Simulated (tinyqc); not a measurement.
Thermal and gravitational stress in a wafer during furnace and rapid thermal processing, and the onset of slip: one step, computed by the program tinyqc. Command: `OMP_NUM_THREADS=1 python tinyqc.py 3028672 3028673 out.jsonl slip walk`. One thread of a shared host (Intel(R) Xeon(R) Processor @ 2.30GHz), about 0.01 s of CPU time with the checks.

A thin free disc in plane stress, isotropic; T(r) = T_centre + dT (r/R)^n with n = 2. Stress is positive in tension; sigma_SB = 5.670374419e-8 W/(m^2 K^4), g = 9.80665 m/s^2.

Task: Thermal stress. With x = r/R: s_rr = alpha E dT (1 - x^n)/(n + 2), s_tt = alpha E dT [1 - (n + 1) x^n]/(n + 2).

Inputs (values chosen for the exercise, modelled on silicon): Young's modulus E = 140 GPa; expansion alpha = 4.16 1e-6/K; edge less centre temperature dT = 13 K.

Temperature profile: parabolic.

Give: Temperature and stresses at r/R = 0, 0.3, 0.5, 0.7, 0.8, 0.9, 0.95, 1; hoop stress at the edge; r/R where s_tt = 0.

Result:

Temperature and stresses at r/R = 0, 0.3, 0.5, 0.7, 0.8, 0.9, 0.95, 1:

| r/R | T - T_centre (K) | s_rr (MPa) | s_tt (MPa) |
|---|---|---|---|
| 0.00 | 0.0000 | 1.892800 | 1.892800 |
| 0.30 | 1.1700 | 1.722448 | 1.381744 |
| 0.50 | 3.2500 | 1.419600 | 0.473200 |
| 0.70 | 6.3700 | 0.965328 | -0.889616 |
| 0.80 | 8.3200 | 0.681408 | -1.741376 |
| 0.90 | 10.5300 | 0.359632 | -2.706704 |
| 0.95 | 11.7325 | 0.184548 | -3.231956 |
| 1.00 | 13.0000 | 0.000000 | -3.785600 |

hoop stress at the edge = -3.7856 MPa

r/R where s_tt = 0 = 0.57735

The hot edge is squeezed; the edge stress is n times that at the centre in size.
